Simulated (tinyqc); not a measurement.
What moves the results: impurity band of shallow donors (Hubbard estimate). A value that a table varies takes the place of the one given here.

Constants: e^2/(4 pi eps0) = 14.39964547 eV angstrom.

Parameters, chosen for this exercise (near those of two donors in GaN; shifted at random, so the results belong to these values and not to a real crystal): a = 27.1 angstrom (orbital radius); eps = 9.6 (dielectric constant); Ns = (0.012, 0.03, 0.072, 0.18, 0.42, 0.9, 1.8) x 1e18/cm^3 (donor densities); R = 81 angstrom (separation).

## From lone donors to an impurity band

Donors on a simple cubic lattice of spacing R = N^(-1/3) (1/angstrom^3 = 1e24/cm^3), Ha* = q/(eps a), q = e^2/(4 pi eps0), x = R/a. Hopping t = Ha* (1 + x) exp(-x), band width B = 12 t, on-site repulsion U = (5/8) Ha*; the gap closes near B/U = 1.15. Valley factors and disorder are left out.

Results:
```
N (1e18/cm^3)  R (angstrom)  N^(1/3) a   t (meV)  B (meV)       B/U
0.012                 436.8      0.062  9.48e-05  0.00114  3.29e-05
0.030                 321.8      0.084   0.00496   0.0595   0.00172
0.072                 240.4      0.113    0.0768    0.921    0.0266
0.18                  177.1      0.153     0.605     7.26     0.210
0.42                  133.5      0.203      2.38     28.5     0.825
0.90                  103.6      0.262      5.84     70.1      2.03
1.8                    82.2      0.330      10.7      129      3.73
```

B/U passes 1.15 between 0.42 and 0.9 x 1e18/cm^3; the root is x = 4.52, N^(1/3) a = 0.221, N = 0.54 x 1e18/cm^3, below the 0.88 that the empirical rule N^(1/3) a = 0.26 gives; the estimate is rough, since random positions, the overlap of the orbitals and screening are left out. While N grows by 150 times, t grows by 1.13e+05 times.

## What each parameter does (pair of shallow donors (hydrogen-like orbitals))

Each donor has the orbital exp(-r/a); energy unit Ha* = q/(eps a), q = e^2/(4 pi eps0), so that a lone donor is bound by Ha*/2; x = R/a. One electron: S = (1 + x + x^2/3) exp(-x), j = 1/x - (1 + 1/x) exp(-2x), k = (1 + x) exp(-x); levels E(+/-) = -1/2 - (j +/- k)/(1 +/- S) in Ha*, without the repulsion of the ions, split by D = |E(-) - E(+)|.

Two electrons, Heitler-London: with S' = (1 - x + x^2/3) exp(x), C = 1/x - exp(-2x)(1/x + 11/8 + 3x/4 + x^2/6), X = (1/5){exp(-2x)(25/8 - 23x/4 - 3x^2 - x^3/3) + (6/x)[S^2 (0.5772157 + ln x) + S'^2 Ei(-4x) - 2 S S' Ei(-2x)]}, Q = C - 2j + 1/x and A = X - 2 S k + S^2/x, the singlet and triplet lie at (Q +/- w A)/(1 +/- w S^2) from two lone donors, with the valley weight w = 1 (one valley); the exchange is J = triplet - singlet.

x, D = |E(-) - E(+)| and J. Each row changes one parameter from the base and keeps the others.

Results:
```
case                   x  D (meV)  J (micro-eV)
base               2.989    10.69      4.44e+03
a = 29.8 angstrom  2.718    11.80      5.67e+03
eps = 10.6         2.989    9.677      4.02e+03
R = 93 angstrom    3.432    7.751      2.47e+03
```

The largest shifts from the base row, up to three for each result and ties (the steps differ in size, so this ranks the rows, not the parameters). x: R +0.443, a -0.271; unchanged at the printed digits by eps. D (meV): R -2.93, a +1.12, eps -1.01. J (micro-eV): R -1.97e+03, a +1.23e+03, eps -419.

(tinyqc, `OMP_NUM_THREADS=1 python tinyqc.py 1280281 1280282 out.jsonl`, Intel(R) Xeon(R) Processor @ 2.30GHz, 1 thread, shared host, about 0.01 s.)
